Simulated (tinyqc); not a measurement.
# Trench capacitor in an array: capacitance, non-linearity, leakage and relaxation, step by step

Program tinyqc, `OMP_NUM_THREADS=1 python tinyqc.py 2102093 2102094 out.jsonl`; Intel Xeon 2.30GHz, shared host, one thread, about 0.01 s. Printed values are rounded.

A film between two metal electrodes, each interface adding a series capacitance ci. The small-signal permittivity is ek (1 + aq E^2); the field is found with the linear permittivity. Leakage J = J0 sinh(E/Ef). After a voltage step the film passes a relaxation current kr C V tt^(-nr), tt being the time in seconds. The sidewall is a coaxial capacitor with radii a = dm/2 - t and b = dm/2, depth AR dm; the end face is left out.

Values chosen for this exercise; permittivity of the order of that of zirconium oxide:
```
symbol,value,unit,meaning
ek,31.5,,relative permittivity of the film
t,9.2,nm,film thickness
ci,240,uF/cm^2,capacitance of each electrode interface (dead layer and screening)
aq,0.017,cm^2/MV^2,quadratic field coefficient of the permittivity
V,2.1,V,bias
J0,2.8e-10,A/cm^2,leakage prefactor
Ef,0.42,MV/cm,field for an e-fold rise of the leakage
dm,30,nm,diameter of the hole
AR,20,,"aspect ratio, depth over diameter"
pt,56,nm,pitch of the square array
rho,170,uohm cm,resistivity of the inner electrode
```

Constants: eps0 = 8.8541878128e-14 F/cm where lengths are in cm. Results are converted to the units shown.

## Planar capacitance, field and non-linearity

Planar film: Cf = eps0 ek/t, 1/C = 1/Cf + 2/ci, EOT = 3.9 eps0/C, effective permittivity C t/eps0, E = (V/t) C/Cf; quadratic coefficient [C(V)/C - 1]/V^2 with Cf (1 + aq E^2) in C(V).

Cf = 3.03160 uF/cm^2
C = 2.95690 uF/cm^2
EOT = 1.16782 nm
effective permittivity = 30.7238
E = 2.22636 MV/cm
quadratic coefficient = 18598.0 ppm/V^2
J = 2.80707e-8 A/cm^2

The interfaces take 2.46 % of the voltage.

## Cell capacitance, fields and time constant

Per length 1/c = ln(b/a)/(2 pi eps0 ek) + (1/a + 1/b)/(2 pi ci); cell capacitance c AR dm; per footprint over pt^2; fields c V/(2 pi eps0 ek r) at r = a and b; resistance of the inner electrode rho AR dm/(pi a^2); time constant R C/3 of the distributed line.

a = 5.8 nm
b = 15 nm
cell capacitance = 1.07513 fF
capacitance per footprint = 34.2836 uF/cm^2
field at a = 3.70223 MV/cm
field at b = 1.43153 MV/cm
R = 9.65149 kohm
R C/3 = 3.45888 ps

The array gives 11.6 times the planar capacitance per footprint; curvature makes the field at the inner electrode 1.66 times the planar value.
